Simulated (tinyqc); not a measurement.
Ballistic conductance of a hard-wall strip of a two-dimensional electron gas by counting modes: two steps of the calculation.

Subband edges E_n = C (n pi/W)^2/m, n = 1, 2, ...; C = hbar^2/(2 m0). Every mode transmits fully; spin gives the factor 2 in 2 q^2/h, valleys the factor gv.

Inputs (values chosen for the exercise): temperature T = 300 K; mass m = 0.19 m0; valleys gv = 2; Fermi energy above the 2D band edge Ef = 0.207 eV; width W = 26 nm; highest subband edge listed Et = 0.31 eV.

Constants: q = 1.602176634e-19 C, kB = 1.380649e-23 J/K, hbar = 1.054571817e-34 J s, h = 6.62607015e-34 J s, m0 = 9.1093837015e-31 kg, Vt = kB T/q, hbar^2/(2 m0) = 0.0380998212 eV nm^2. Results are converted to the units shown.

Problem 1. Subband edges and their occupation. List the edges below Et; each adds its degeneracy times f = 1/(1 + exp((E_n - Ef)/Vt)) to the thermal mode count.

Give: edge; degeneracy; f.

Solution 1.

| mode | edge (eV) | degeneracy | f |
|---|---|---|---|
| 1 | 0.00293 | 1 | 0.99963 |
| 2 | 0.01171 | 1 | 0.99948 |
| 3 | 0.02635 | 1 | 0.99908 |
| 4 | 0.04684 | 1 | 0.99796 |
| 5 | 0.07319 | 1 | 0.99438 |
| 6 | 0.10540 | 1 | 0.98074 |
| 7 | 0.14346 | 1 | 0.92114 |
| 8 | 0.18737 | 1 | 0.68120 |
| 9 | 0.23714 | 1 | 0.23759 |
| 10 | 0.29277 | 1 | 0.03497 |

Problem 2. Conductance and ballistic resistance. G = (2 q^2/h) gv M; at zero temperature M counts the edges below Ef, at T it is the sum of degeneracy times f. The smooth (Sharvin) count is kF W/pi, kF = sqrt(m Ef/C), and with the boundary term kF W/pi - 1/2. The sum runs over the edges listed.

| mode | edge (eV) | degeneracy | f |
|---|---|---|---|
| 1 | 0.00292767 | 1 | 0.99962712 |
| 2 | 0.01171069 | 1 | 0.99947633 |
| 3 | 0.02634905 | 1 | 0.99907786 |
| 4 | 0.04684275 | 1 | 0.99796487 |
| 5 | 0.07319179 | 1 | 0.99438081 |
| 6 | 0.10539618 | 1 | 0.98073876 |
| 7 | 0.14345592 | 1 | 0.92114414 |
| 8 | 0.18737099 | 1 | 0.68119824 |
| 9 | 0.23714141 | 1 | 0.23759291 |
| 10 | 0.29276718 | 1 | 0.03497156 |

Give: M at zero temperature; M at T; G; resistance 1/G; smooth count.

Solution 2.

M at zero temperature = 8
M at T = 7.8462
G = 1215.9 uS
resistance 1/G = 0.82246 kohm
smooth count = 8.4086

The smooth count is 7.2 % above M at T. With the boundary term it is 7.91.

Computed by the program tinyqc: `OMP_NUM_THREADS=1 python tinyqc.py 2740037 2740038 out.jsonl`, one thread of a shared Intel Xeon 2.30GHz, about 0.04 s for the whole run.
